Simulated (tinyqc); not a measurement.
Empirical pseudopotential in a few plane waves, step by step. One step of it, computed by the program tinyqc.

Question. Bloch Hamiltonian at k. Basis: the 15 shortest G (labels in 2 pi/a), the same at every k. H(G,G') = c |k + G|^2 delta + VS(|G-G'|^2) cos((G-G').tau) + i VA sin((G-G').tau), tau = a/8 (1,1,1); 1 Ry = 13.605693 eV.

Parameters chosen for this model: fcc lattice, atoms at +/- a/8 (1,1,1); form factors in rydberg at |G|^2 in units of (2 pi/a)^2:
```
parameter                 value      unit
a                      5.750000  angstrom
VS(3)                 -0.236000        Ry
VS(8)                  0.048000        Ry
VS(11)                 0.045000        Ry
VA(3)                  0.087000        Ry
VA(4)                  0.035000        Ry
VA(11)                 0.036000        Ry
hbar^2/2m (2 pi/a)^2   4.549325        eV
```

k point k (2 pi / a): [-0.190000, -0.240000, -0.270000]

Give: H(k) at k.

Answer.

H(k) at k (eV):
```
                 +0+0+0           -1-1-1           -1-1+1           -1+1-1
+0+0+0           0.7579   2.2705+0.8370i  -2.2705+0.8370i  -2.2705+0.8370i
-1-1-1   2.2705-0.8370i          20.7749   0.0000-0.4762i   0.0000-0.4762i
-1-1+1  -2.2705-0.8370i   0.0000+0.4762i          15.8617           0.6531
-1+1-1  -2.2705-0.8370i   0.0000+0.4762i           0.6531          16.4076
-1+1+1  -2.2705+0.8370i          -0.6531   0.0000+0.4762i   0.0000+0.4762i
+1-1-1  -2.2705-0.8370i   0.0000+0.4762i           0.6531           0.6531
+1-1+1  -2.2705+0.8370i          -0.6531   0.0000+0.4762i           0.0000
+1+1-1  -2.2705+0.8370i          -0.6531           0.0000   0.0000+0.4762i
+1+1+1   2.2705+0.8370i           0.0000          -0.6531          -0.6531
-2+0+0   0.0000-0.4762i  -2.2705+0.8370i  -2.2705-0.8370i  -2.2705-0.8370i
+0-2+0   0.0000-0.4762i  -2.2705+0.8370i  -2.2705-0.8370i   0.4329-0.3463i
+0+0-2   0.0000-0.4762i  -2.2705+0.8370i   0.4329-0.3463i  -2.2705-0.8370i
+0+0+2   0.0000+0.4762i  -0.4329-0.3463i   2.2705+0.8370i  -0.4329+0.3463i
+0+2+0   0.0000+0.4762i  -0.4329-0.3463i  -0.4329+0.3463i   2.2705+0.8370i
+2+0+0   0.0000+0.4762i  -0.4329-0.3463i  -0.4329+0.3463i  -0.4329+0.3463i

                 -1+1+1           +1-1-1           +1-1+1           +1+1-1
+0+0+0  -2.2705-0.8370i  -2.2705+0.8370i  -2.2705-0.8370i  -2.2705-0.8370i
-1-1-1          -0.6531   0.0000-0.4762i          -0.6531          -0.6531
-1-1+1   0.0000-0.4762i           0.6531   0.0000-0.4762i           0.0000
-1+1-1   0.0000-0.4762i           0.6531           0.0000   0.0000-0.4762i
-1+1+1          11.4943           0.0000           0.6531           0.6531
+1-1-1           0.0000          17.3175   0.0000-0.4762i   0.0000-0.4762i
+1-1+1           0.6531   0.0000+0.4762i          12.4042           0.6531
+1+1-1           0.6531   0.0000+0.4762i           0.6531          12.9501
+1+1+1   0.0000+0.4762i          -0.6531   0.0000+0.4762i   0.0000+0.4762i
-2+0+0   2.2705-0.8370i   0.4329-0.3463i  -0.4329-0.3463i  -0.4329-0.3463i
+0-2+0  -0.4329-0.3463i  -2.2705-0.8370i   2.2705-0.8370i  -0.4329-0.3463i
+0+0-2  -0.4329-0.3463i  -2.2705-0.8370i  -0.4329-0.3463i   2.2705-0.8370i
+0+0+2  -2.2705+0.8370i  -0.4329+0.3463i  -2.2705+0.8370i   0.4329+0.3463i
+0+2+0  -2.2705+0.8370i  -0.4329+0.3463i   0.4329+0.3463i  -2.2705+0.8370i
+2+0+0   0.4329+0.3463i   2.2705+0.8370i  -2.2705+0.8370i  -2.2705+0.8370i

                 +1+1+1           -2+0+0           +0-2+0           +0+0-2
+0+0+0   2.2705-0.8370i   0.0000+0.4762i   0.0000+0.4762i   0.0000+0.4762i
-1-1-1           0.0000  -2.2705-0.8370i  -2.2705-0.8370i  -2.2705-0.8370i
-1-1+1          -0.6531  -2.2705+0.8370i  -2.2705+0.8370i   0.4329+0.3463i
-1+1-1          -0.6531  -2.2705+0.8370i   0.4329+0.3463i  -2.2705+0.8370i
-1+1+1   0.0000-0.4762i   2.2705+0.8370i  -0.4329+0.3463i  -0.4329+0.3463i
+1-1-1          -0.6531   0.4329+0.3463i  -2.2705+0.8370i  -2.2705+0.8370i
+1-1+1   0.0000-0.4762i  -0.4329+0.3463i   2.2705+0.8370i  -0.4329+0.3463i
+1+1-1   0.0000-0.4762i  -0.4329+0.3463i  -0.4329+0.3463i   2.2705+0.8370i
+1+1+1           8.0368  -0.4329-0.3463i  -0.4329-0.3463i  -0.4329-0.3463i
-2+0+0  -0.4329+0.3463i          22.4127           0.6531           0.6531
+0-2+0  -0.4329+0.3463i           0.6531          23.3226           0.6531
+0+0-2  -0.4329+0.3463i           0.6531           0.6531          23.8685
+0+0+2  -2.2705-0.8370i          -0.6531          -0.6531           0.0000
+0+2+0  -2.2705-0.8370i          -0.6531           0.0000          -0.6531
+2+0+0  -2.2705-0.8370i           0.0000          -0.6531          -0.6531

                 +0+0+2           +0+2+0           +2+0+0
+0+0+0   0.0000-0.4762i   0.0000-0.4762i   0.0000-0.4762i
-1-1-1  -0.4329+0.3463i  -0.4329+0.3463i  -0.4329+0.3463i
-1-1+1   2.2705-0.8370i  -0.4329-0.3463i  -0.4329-0.3463i
-1+1-1  -0.4329-0.3463i   2.2705-0.8370i  -0.4329-0.3463i
-1+1+1  -2.2705-0.8370i  -2.2705-0.8370i   0.4329-0.3463i
+1-1-1  -0.4329-0.3463i  -0.4329-0.3463i   2.2705-0.8370i
+1-1+1  -2.2705-0.8370i   0.4329-0.3463i  -2.2705-0.8370i
+1+1-1   0.4329-0.3463i  -2.2705-0.8370i  -2.2705-0.8370i
+1+1+1  -2.2705+0.8370i  -2.2705+0.8370i  -2.2705+0.8370i
-2+0+0          -0.6531          -0.6531           0.0000
+0-2+0          -0.6531           0.0000          -0.6531
+0+0-2           0.0000          -0.6531          -0.6531
+0+0+2          14.0419           0.6531           0.6531
+0+2+0           0.6531          14.5879           0.6531
+2+0+0           0.6531           0.6531          15.4977
```
